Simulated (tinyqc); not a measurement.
RKS/B3LYP (VWN-RPA form) in the sto-6g basis, for BeH+, spin multiplicity 1, step by step. Computed by tinyqc, a small Python program that keeps every step (integrals from PySCF). Settings: charge = 1, multiplicity = 1, basis = sto-6g, energy threshold = 1e-08, iteration cap = 77, orthogonalisation = symmetric, start = highest core orbitals, DIIS depth = 6, DIIS from iteration = 2, damping = 0.2, method = RKS, functional = b3lyp, grid = [20, 86]. Command: `OMP_NUM_THREADS=1 python tinyqc.py 22513 22514 out.jsonl` (the two numbers bound the seeds that draw the settings). One thread of a shared host (Intel(R) Xeon(R) Processor @ 2.60GHz), about 0.6 s of CPU time with the checks. Later iterations appear only in the table of the cycle.

## One-electron integrals

Geometry (angstrom):
```
atom         x         y         z
Be    0.000000  0.000000  0.000000
H     0.000000  0.000000  1.737000
```

Basis sto-6g: exponents (1/bohr^2) and contraction coefficients of normalised primitives:
```
element  l (shell)    exponent  coefficient
Be           s (1)  312.870494     0.009164
Be           s (1)   57.364463     0.049361
Be           s (1)   16.048509     0.168538
Be           s (1)    5.513096     0.370563
Be           s (1)    2.140897     0.416492
Be           s (1)    0.881739     0.130334
Be           s (2)   13.633247    -0.013253
Be           s (2)    2.698375    -0.046992
Be           s (2)    0.838653    -0.033785
Be           s (2)    0.322660     0.250242
Be           s (2)    0.140131     0.595117
Be           s (2)    0.064233     0.240706
Be           p (3)   13.633247     0.003760
Be           p (3)    2.698375     0.037679
Be           p (3)    0.838653     0.173897
Be           p (3)    0.322660     0.418036
Be           p (3)    0.140131     0.425860
Be           p (3)    0.064233     0.101708
H            s (1)   35.523221     0.009164
H            s (1)    6.513144     0.049361
H            s (1)    1.822143     0.168538
H            s (1)    0.625955     0.370563
H            s (1)    0.243077     0.416492
H            s (1)    0.100112     0.130334
```

Overlap, kinetic and nuclear-attraction integrals over the contracted functions; the nuclear repulsion is the sum of Za Zb / Rab.

nuclear repulsion = 1.21860037 hartree

overlap S, lower triangle:
```
           1Be 1s    1Be 2s   1Be 2px   1Be 2py   1Be 2pz     2H 1s
1Be 1s   1.000000
1Be 2s   0.254764  1.000000
1Be 2px  0.000000  0.000000  1.000000
1Be 2py  0.000000  0.000000  0.000000  1.000000
1Be 2pz  0.000000  0.000000  0.000000  0.000000  1.000000
2H 1s    0.029640  0.313332  0.000000  0.000000  0.396982  1.000000
```

kinetic energy T (hartree), lower triangle:
```
            1Be 1s    1Be 2s   1Be 2px   1Be 2py   1Be 2pz     2H 1s
1Be 1s    6.768753
1Be 2s   -0.207382  0.220121
1Be 2px   0.000000  0.000000  0.661265
1Be 2py   0.000000  0.000000  0.000000  0.661265
1Be 2pz   0.000000  0.000000  0.000000  0.000000  0.661265
2H 1s    -0.009966  0.022418  0.000000  0.000000  0.087116  0.768522
```

nuclear attraction V (hartree), lower triangle:
```
             1Be 1s     1Be 2s    1Be 2px    1Be 2py    1Be 2pz      2H 1s
1Be 1s   -15.019441
1Be 2s    -1.728347  -2.598508
1Be 2px    0.000000   0.000000  -2.573333
1Be 2py    0.000000   0.000000   0.000000  -2.573333
1Be 2pz   -0.011282  -0.105280   0.000000   0.000000  -2.648558
2H 1s     -0.218192  -0.741085   0.000000   0.000000  -0.924424  -2.456364
```

core Hamiltonian H = T + V (hartree), lower triangle:
```
            1Be 1s     1Be 2s    1Be 2px    1Be 2py    1Be 2pz      2H 1s
1Be 1s   -8.250688
1Be 2s   -1.935730  -2.378387
1Be 2px   0.000000   0.000000  -1.912068
1Be 2py   0.000000   0.000000   0.000000  -1.912068
1Be 2pz  -0.011282  -0.105280   0.000000   0.000000  -1.987292
2H 1s    -0.228157  -0.718667   0.000000   0.000000  -0.837308  -1.687842
```

## Two-electron integrals

Functions are numbered as in S; the eight-fold symmetry (ij|kl) = (ji|kl) = (kl|ij) leaves the list below.

Two-electron integrals (ij|kl) in chemists' order, unique and non-zero (hartree):
```
(11|11) 2.299996   (21|11) 0.361879   (21|21) 0.071926   (22|11) 0.570332
(22|21) 0.139654   (22|22) 0.417773   (31|31) 0.015252   (32|31) 0.022555
(32|32) 0.092340   (33|11) 0.570332   (33|21) 0.139654   (33|22) 0.417773
(33|33) 0.450117   (41|41) 0.015252   (42|41) 0.022555   (42|42) 0.092340
(43|43) 0.024258   (44|11) 0.570332   (44|21) 0.139654   (44|22) 0.417773
(44|33) 0.401601   (44|44) 0.450117   (51|51) 0.015252   (52|51) 0.022555
(52|52) 0.092340   (53|53) 0.024258   (54|54) 0.024258   (55|11) 0.570332
(55|21) 0.139654   (55|22) 0.417773   (55|33) 0.401601   (55|44) 0.401601
(55|55) 0.450117   (61|11) 0.042784   (61|21) 0.008282   (61|22) 0.016105
(61|33) 0.015972   (61|44) 0.015972   (61|51) 0.000826   (61|52) 0.001631
(61|55) 0.016372   (61|61) 0.001010   (62|11) 0.131584   (62|21) 0.032903
(62|22) 0.110828   (62|33) 0.106351   (62|44) 0.106351   (62|51) 0.004496
(62|52) 0.028965   (62|55) 0.119782   (62|61) 0.004230   (62|62) 0.048543
(63|31) 0.002766   (63|32) 0.013502   (63|53) 0.004682   (63|63) 0.003788
(64|41) 0.002766   (64|42) 0.013502   (64|54) 0.004682   (64|64) 0.003788
(65|11) 0.151842   (65|21) 0.038364   (65|22) 0.134506   (65|33) 0.126710
(65|44) 0.126710   (65|51) 0.007166   (65|52) 0.044893   (65|55) 0.150100
(65|61) 0.005124   (65|62) 0.066405   (65|65) 0.092797   (66|11) 0.304107
(66|21) 0.077376   (66|22) 0.291952   (66|33) 0.272145   (66|44) 0.272145
(66|51) 0.011020   (66|52) 0.094900   (66|55) 0.331566   (66|61) 0.010147
(66|62) 0.171085   (66|65) 0.246370   (66|66) 0.774999
```

## Orthogonalisation

S = U s U^T; symmetric (Loewdin) form X = U s^(-1/2) U^T, so that X^T S X = 1.

eigenvalues of S: 0.475218  0.800949  1.000000  1.000000  1.180085  1.543748

X, lower triangle:
```
            1Be 1s     1Be 2s   1Be 2px   1Be 2py    1Be 2pz     2H 1s
1Be 1s    1.026417
1Be 2s   -0.138894   1.073979
1Be 2px   0.000000   0.000000  1.000000
1Be 2py   0.000000   0.000000  0.000000  1.000000
1Be 2pz  -0.007425   0.059557  0.000000  0.000000   1.073264
2H 1s     0.020391  -0.193249  0.000000  0.000000  -0.238803  1.119717
```

## Starting guess

The start is the highest orbitals of the core Hamiltonian (a deliberately bad start); D = 2 C_occ C_occ^T.

D at the start, lower triangle:
```
            1Be 1s     1Be 2s   1Be 2px   1Be 2py    1Be 2pz     2H 1s
1Be 1s    0.044523
1Be 2s   -0.211967   1.037692
1Be 2px   0.000000   0.000000  0.000000
1Be 2py   0.000000   0.000000  0.000000  0.000000
1Be 2pz   0.168077  -0.622266  0.000000  0.000000   1.743750
2H 1s     0.135100  -0.898674  0.000000  0.000000  -1.082682  2.696807
```

## Iteration 1: exchange-correlation on the grid

Becke grid with 20 radial and 86 angular points per atom, points of zero weight dropped. rho = sum D_ij phi_i phi_j; V_xc,ij = sum w v_xc phi_i phi_j plus the gradient terms; v_xc is d(rho eps)/d rho at fixed gradient. Exact exchange is left to K.

The 8 grid points with the largest w rho, of 3429 (bohr, atomic units):
```
x                  y          z         w       rho  |grad rho|^2     eps_xc       v_xc
0.000000    0.000000  -2.152867  0.391004  0.058893      0.006451  -0.279869  -0.340900
-0.805696   0.000000  -1.996420  0.400091  0.052683      0.005366  -0.271415  -0.328842
0.000000    0.805696  -1.996420  0.400091  0.052683      0.005366  -0.271415  -0.328842
0.000000   -0.805696  -1.996420  0.400091  0.052683      0.005366  -0.271415  -0.328842
0.805696    0.000000  -1.996420  0.400091  0.052683      0.005366  -0.271415  -0.328842
0.000000    0.000000  -1.625674  0.182273  0.112344      0.013786  -0.333846  -0.421875
-0.608397   0.000000  -1.507537  0.186509  0.100431      0.012305  -0.323545  -0.406543
0.000000    0.608397  -1.507537  0.186509  0.100431      0.012305  -0.323545  -0.406543
```

electrons on the grid, sum of w rho = 3.999297

E_xc = sum of w rho eps_xc = -1.17475756 hartree

V_xc (hartree), lower triangle:
```
            1Be 1s     1Be 2s    1Be 2px    1Be 2py    1Be 2pz      2H 1s
1Be 1s   -0.663492
1Be 2s   -0.136559  -0.242562
1Be 2px   0.000000   0.000000  -0.225229
1Be 2py   0.000000   0.000000   0.000000  -0.225229
1Be 2pz   0.005880   0.041060   0.000000   0.000000  -0.276873
2H 1s    -0.014810  -0.084543   0.000000   0.000000  -0.115566  -0.424519
```

## Iteration 1: building the Kohn-Sham matrix

J_ij = sum D_kl (ij|kl), K_ij = sum D_kl (ik|jl); F = H + J - 0.1 K + V_xc; E = tr D H + tr D J / 2 - 0.05 tr D K + E_xc + E_nn.

Coulomb J (hartree), lower triangle:
```
            1Be 1s     1Be 2s   1Be 2px   1Be 2py   1Be 2pz     2H 1s
1Be 1s    1.801717
1Be 2s    0.442754   1.429439
1Be 2px   0.000000   0.000000  1.372716
1Be 2py   0.000000   0.000000  0.000000  1.372716
1Be 2pz  -0.016602  -0.000240  0.000000  0.000000  1.542883
2H 1s     0.050841   0.512734  0.000000  0.000000  0.683851  1.999245
```

exchange K (hartree), lower triangle:
```
            1Be 1s     1Be 2s   1Be 2px   1Be 2py   1Be 2pz     2H 1s
1Be 1s    0.047829
1Be 2s    0.043849   0.416420
1Be 2px   0.000000   0.000000  0.105796
1Be 2py   0.000000   0.000000  0.000000  0.105796
1Be 2pz  -0.029496  -0.430489  0.000000  0.000000  0.718311
2H 1s    -0.004343   0.080039  0.000000  0.000000  0.254197  1.381303
```

Kohn-Sham matrix F (hartree), lower triangle:
```
            1Be 1s     1Be 2s    1Be 2px    1Be 2py    1Be 2pz      2H 1s
1Be 1s   -7.117246
1Be 2s   -1.633919  -1.233152
1Be 2px   0.000000   0.000000  -0.775159
1Be 2py   0.000000   0.000000   0.000000  -0.775159
1Be 2pz  -0.019054  -0.021411   0.000000   0.000000  -0.793114
2H 1s    -0.191692  -0.298479   0.000000   0.000000  -0.294442  -0.251246
```

total energy of this density = -3.54690603 hartree

This density is the starting one.

## Iteration 1: diagonalisation and new density

Diagonalise F' = X^T F X, C = X C', fill 2 alpha and 2 beta electrons from the bottom; D = 2 C_occ C_occ^T; the new density keeps 0.2 of the old one (damping). Each column has its largest component positive (the first on a tie).

F' = X^T F X (hartree), lower triangle:
```
           1          2          3          4          5          6
1  -7.062308
2  -0.610326  -0.966434
3   0.000000   0.000000  -0.775159
4   0.000000   0.000000   0.000000  -0.775159
5  -0.017583  -0.005258   0.000000   0.000000  -0.774926
6  -0.025460  -0.105557   0.000000   0.000000  -0.116098  -0.120275
```

orbital energies (hartree): MO1 -7.123051, MO2 -0.921629, MO3 -0.791458, MO4 -0.775159, MO5 -0.775159, MO6 -0.087805

coefficients C:
```
               MO1        MO2        MO3       MO4        MO5        MO6
1Be 1s    1.007752  -0.233923   0.030195  0.000000   0.000000   0.045800
1Be 2s   -0.032992   1.040641  -0.141951  0.000000   0.000000  -0.330820
1Be 2px   0.000000   0.000000   0.000000  0.350926   0.936403   0.000000
1Be 2py   0.000000   0.000000   0.000000  0.936403  -0.350926   0.000000
1Be 2pz   0.000408   0.172410   1.004137  0.000000   0.000000  -0.417743
2H 1s     0.006281  -0.060664  -0.040579  0.000000   0.000000   1.158960
```

D after iteration 1, lower triangle:
```
            1Be 1s     1Be 2s   1Be 2px   1Be 2py    1Be 2pz     2H 1s
1Be 1s    1.721360
1Be 2s   -0.485077   1.941974
1Be 2px   0.000000   0.000000  0.000000
1Be 2py   0.000000   0.000000  0.000000  0.000000
1Be 2pz  -0.030255   0.162592  0.000000  0.000000   0.396310
2H 1s     0.059853  -0.281074  0.000000  0.000000  -0.233267  0.545313
```

Within a degenerate level the vectors are fixed only up to a rotation; this is one choice.

## Iteration 2: exchange-correlation on the grid

As before.

The 8 grid points with the largest w rho, of 3429 (bohr, atomic units):
```
x                  y          z         w       rho  |grad rho|^2     eps_xc       v_xc
0.000000    0.000000  -2.152867  0.391004  0.017878      0.000585  -0.199503  -0.233809
-0.805696   0.000000  -1.996420  0.400091  0.016998      0.000532  -0.196796  -0.230125
0.000000    0.805696  -1.996420  0.400091  0.016998      0.000532  -0.196796  -0.230125
0.000000   -0.805696  -1.996420  0.400091  0.016998      0.000532  -0.196796  -0.230125
0.805696    0.000000  -1.996420  0.400091  0.016998      0.000532  -0.196796  -0.230125
0.608397    0.000000   1.507537  0.175940  0.037375      0.002045  -0.243383  -0.296032
0.000000   -0.608397   1.507537  0.175940  0.037375      0.002045  -0.243383  -0.296032
0.000000    0.608397   1.507537  0.175940  0.037375      0.002045  -0.243383  -0.296032
```

electrons on the grid, sum of w rho = 3.999876

E_xc = sum of w rho eps_xc = -1.96098698 hartree

V_xc (hartree), lower triangle:
```
            1Be 1s     1Be 2s    1Be 2px    1Be 2py    1Be 2pz      2H 1s
1Be 1s   -1.146072
1Be 2s   -0.150399  -0.253199
1Be 2px   0.000000   0.000000  -0.247523
1Be 2py   0.000000   0.000000   0.000000  -0.247523
1Be 2pz  -0.000954  -0.006944   0.000000   0.000000  -0.264574
2H 1s    -0.018631  -0.076002   0.000000   0.000000  -0.097108  -0.287455
```

## Iteration 2: building the Kohn-Sham matrix

As before.

Coulomb J (hartree), lower triangle:
```
           1Be 1s    1Be 2s   1Be 2px   1Be 2py   1Be 2pz     2H 1s
1Be 1s   4.967786
1Be 2s   0.886486  1.859213
1Be 2px  0.000000  0.000000  1.848142
1Be 2py  0.000000  0.000000  0.000000  1.848142
1Be 2pz  0.006649  0.043381  0.000000  0.000000  1.881357
2H 1s    0.104742  0.501958  0.000000  0.000000  0.613354  1.389686
```

exchange K (hartree), lower triangle:
```
           1Be 1s    1Be 2s   1Be 2px   1Be 2py   1Be 2pz     2H 1s
1Be 1s   3.754397
1Be 2s   0.586997  0.790820
1Be 2px  0.000000  0.000000  0.185929
1Be 2py  0.000000  0.000000  0.000000  0.185929
1Be 2pz  0.003856  0.032448  0.000000  0.000000  0.318277
2H 1s    0.071980  0.213717  0.000000  0.000000  0.131235  0.362680
```

Kohn-Sham matrix F (hartree), lower triangle:
```
            1Be 1s     1Be 2s    1Be 2px    1Be 2py    1Be 2pz      2H 1s
1Be 1s   -4.804414
1Be 2s   -1.258342  -0.851456
1Be 2px   0.000000   0.000000  -0.330041
1Be 2py   0.000000   0.000000   0.000000  -0.330041
1Be 2pz  -0.005973  -0.072088   0.000000   0.000000  -0.402337
2H 1s    -0.149245  -0.314083   0.000000   0.000000  -0.334186  -0.621878
```

total energy of this density = -12.90774883 hartree

This density is a damped mixture and is not idempotent.

## Iteration 2: diagonalisation and new density

As before.

F' = X^T F X (hartree), lower triangle:
```
           1          2          3          4          5          6
1  -4.723949
2  -0.582206  -0.603089
3   0.000000   0.000000  -0.330041
4   0.000000   0.000000   0.000000  -0.330041
5  -0.006230  -0.022776   0.000000   0.000000  -0.330499
6  -0.003287  -0.114949   0.000000   0.000000  -0.161705  -0.525280
```

orbital energies (hartree): MO1 -4.804732, MO2 -0.689512, MO3 -0.454744, MO4 -0.330041, MO5 -0.330041, MO6 -0.233829

coefficients C:
```
               MO1        MO2        MO3        MO4       MO5        MO6
1Be 1s    0.997664  -0.146139  -0.231249   0.000000  0.000000  -0.055923
1Be 2s    0.009232   0.477970   0.944628   0.000000  0.000000   0.304552
1Be 2px   0.000000   0.000000   0.000000   0.761458  0.648214   0.000000
1Be 2py   0.000000   0.000000   0.000000  -0.648214  0.761458   0.000000
1Be 2pz   0.002151   0.251559  -0.275961   0.000000  0.000000   1.035898
2H 1s    -0.001809   0.639388  -0.528288   0.000000  0.000000  -0.812801
```

D after iteration 2, lower triangle:
```
            1Be 1s    1Be 2s   1Be 2px   1Be 2py   1Be 2pz     2H 1s
1Be 1s    1.970977
1Be 2s   -0.194038  0.754060
1Be 2px   0.000000  0.000000  0.000000
1Be 2py   0.000000  0.000000  0.000000  0.000000
1Be 2pz  -0.061437  0.224931  0.000000  0.000000  0.180521
2H 1s    -0.140421  0.432732  0.000000  0.000000  0.210691  0.763175
```

Within a degenerate level the vectors are fixed only up to a rotation; this is one choice.

## Iteration 15 (converged): orbitals

converged F (hartree), lower triangle:
```
            1Be 1s     1Be 2s    1Be 2px    1Be 2py    1Be 2pz      2H 1s
1Be 1s   -4.427283
1Be 2s   -1.219917  -0.798288
1Be 2px   0.000000   0.000000  -0.297110
1Be 2py   0.000000   0.000000   0.000000  -0.297110
1Be 2pz   0.010497  -0.024451   0.000000   0.000000  -0.345834
2H 1s    -0.142759  -0.293386   0.000000   0.000000  -0.289698  -0.445911
```

Diagonalise F' = X^T F X, C = X C', fill 2 alpha and 2 beta electrons from the bottom; D = 2 C_occ C_occ^T. Each column has its largest component positive (the first on a tie).

F' = X^T F X (hartree), lower triangle:
```
           1          2          3          4          5          6
1  -4.336495
2  -0.601449  -0.542625
3   0.000000   0.000000  -0.297110
4   0.000000   0.000000   0.000000  -0.297110
5   0.002732   0.029556   0.000000   0.000000  -0.272746
6   0.003600  -0.146611   0.000000   0.000000  -0.175724  -0.327812
```

orbital energies (hartree): MO1 -4.429657, MO2 -0.570744, MO3 -0.396213, MO4 -0.297110, MO5 -0.297110, MO6 -0.083063

coefficients C:
```
               MO1        MO2        MO3       MO4        MO5        MO6
1Be 1s    0.993147  -0.197254  -0.190492  0.000000   0.000000   0.108433
1Be 2s    0.026191   0.650321   0.724658  0.000000   0.000000  -0.514667
1Be 2px   0.000000   0.000000   0.000000  0.998115  -0.061371   0.000000
1Be 2py   0.000000   0.000000   0.000000  0.061371   0.998115   0.000000
1Be 2pz  -0.000963   0.223270  -0.596643  0.000000   0.000000  -0.898160
2H 1s    -0.003983   0.510816  -0.375932  0.000000   0.000000   0.972769
```

D after iteration 15, lower triangle:
```
            1Be 1s    1Be 2s   1Be 2px   1Be 2py   1Be 2pz     2H 1s
1Be 1s    2.050499
1Be 2s   -0.204534  0.847206
1Be 2px   0.000000  0.000000  0.000000
1Be 2py   0.000000  0.000000  0.000000  0.000000
1Be 2pz  -0.089995  0.290344  0.000000  0.000000  0.099701
2H 1s    -0.209433  0.664180  0.000000  0.000000  0.228107  0.521898
```

Within a degenerate level the vectors are fixed only up to a rotation; this is one choice.

## Convergence

Stop when the energy changes by less than 1e-08 hartree and every element of the error matrix X^T (F D S - S D F) X is below 3e-05.

Course of the cycle:
```
iteration   E (hartree)     change  largest element of the error matrix
1           -3.54690603          -                             1.14e-01
2          -12.90774883  -9.36e+00                             1.48e-01
3          -14.48713258  -1.58e+00                             8.11e-02
4          -14.80931018  -3.22e-01                             4.50e-02
5          -14.87302793  -6.37e-02                             2.24e-02
6          -14.88602451  -1.30e-02                             6.30e-03
7          -14.88862310  -2.60e-03                             1.65e-03
8          -14.88914074  -5.18e-04                             2.60e-04
9          -14.88924420  -1.03e-04                             5.14e-05
10         -14.88926489  -2.07e-05                             1.03e-05
11         -14.88926903  -4.14e-06                             2.05e-06
12         -14.88926986  -8.28e-07                             4.11e-07
13         -14.88927002  -1.66e-07                             8.21e-08
14         -14.88927006  -3.31e-08                             1.64e-08
15         -14.88927006  -6.62e-09                             3.28e-09
```

PySCF RKS in the same basis, fine grid = -14.88941636 hartree

Converged in 15 iterations. The coarse grid moves the energy by +1.46e-04 hartree.

## Populations, bond orders and dipole

Mulliken: Z minus the diagonal of D S on the atom; Loewdin: the same with S^(1/2) D S^(1/2); Mayer order: 2 sum_s sum (D(s) S)_ij (D(s) S)_ji over the two atoms.

Charges (e):
```
atom  Mulliken   Loewdin
1Be   0.814354  0.829146
2H    0.185646  0.170854
```

Mayer bond orders:
```
pair     order
2-1   0.965535
```

dipole moment about the origin, x y z (debye): 0.000000  0.000000  -1.319261
